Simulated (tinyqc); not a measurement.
Inside a calculation. Model: sheet resistance and Hall data of a diffused or implanted layer. Computed by tinyqc, a small Python program that keeps every step. Command: `OMP_NUM_THREADS=1 python tinyqc.py 3017684 3017685 out.jsonl layer walk`. One thread of a shared host (Intel(R) Xeon(R) Processor @ 2.30GHz), about 0.01 s of CPU time with the checks. Intermediate numbers are printed to about 6 digits and carried at full precision; extremes and crossings named in words are read from the listed rows.

Carriers are taken equal to the net active doping down to the junction (full ionisation, which deep dopants in wide-gap hosts do not reach; no spill-over, no depletion), and the Hall factor is 1.

Inputs (values chosen for the exercise, modelled on donors in germanium):
```
quantity                                 value        unit
mu_min                                     306  cm^2/(V s)
mu_max                                    3940  cm^2/(V s)
N_ref                                  1.2e+17      1/cm^3
exponent alpha                            0.56           -
peak concentration N_0                 1.6e+20      1/cm^3
length scale l                              10          nm
background doping N_B (opposite type)  2.2e+15      1/cm^3
probe current I                            0.5          mA
magnetic field B                           0.3           T
solubility limit N_s                   4.3e+19      1/cm^3
```

Profile: box. Activation: limited by solubility.

Constants: e = 1.602176634e-19 C.

## Dose and junction depth

N(x) = N_0 down to x_j = l, dose N_0 l.

dose = 1.60e+14 1/cm^2

junction depth x_j = 10 nm

## Sheet values

Mobility mu = mu_min + (mu_max - mu_min)/(1 + (N_t/N_ref)^alpha), N_t = active doping + N_B; carriers n = active doping - N_B, active doping min(N, N_s). Integrals from x_0 (0 unless stated) to x_j by the midpoint rule on 400 even intervals: 1/R_s = e int n mu dx; sheet density n_s = int n dx; Hall sheet density (int n mu dx)^2/int n mu^2 dx; Hall mobility int n mu^2 dx/int n mu dx. Mean conductivity 1/(R_s x_j); mean mobility 1/(e n_s R_s).

sheet resistance R_s = 332.887 ohm

sheet density n_s = 4.29978e+13 1/cm^2

mean mobility = 436.060 cm^2/(V s)

Hall sheet density = 4.29978e+13 1/cm^2

Hall mobility = 436.060 cm^2/(V s)

mean conductivity 1/(R_s x_j) = 3004.02 S/cm

Carriers amount to 26.9 % of the dose, the rest being above the solubility limit or compensated. A Hall measurement reports 100.0 % of n_s, exactly n_s for a uniform layer.

## What the probes read

Collinear four-point probe on a large thin layer: V = I R_s ln(2)/pi. Van der Pauw on a symmetric sample: R = R_s ln(2)/pi as well. Hall voltage V_H = I B/(e x Hall sheet density); tangent of the Hall angle V_H/(I R_s).

four-point voltage = 36.7234 mV

Hall voltage = 2.17738 mV

tangent of the Hall angle = 0.0130818

## Shortcuts against the integral

Shortcuts: R_s = 1/(e Q mu) with the dose Q and the mobility at the (active) peak concentration; 1/(e n_s mu) with mu at N_t = n_s/x_j + N_B; 1/(e Q mu_max).

Sheet resistances:
```
method                                   R_s (ohm)  deviation (%)
integral                                   332.887         0.0000
dose, mobility at the peak                  89.459       -73.1264
n_s, mobility at the mean concentration    332.885        -0.0008
dose, mu_max                                 9.901       -97.0258
```

The closest shortcut is «n_s, mobility at the mean concentration» (0.0 %). Counting inactive dopants as carriers underestimates R_s.

Checks made by the program: conductance integral against adaptive quadrature (relative difference below 1e-10).
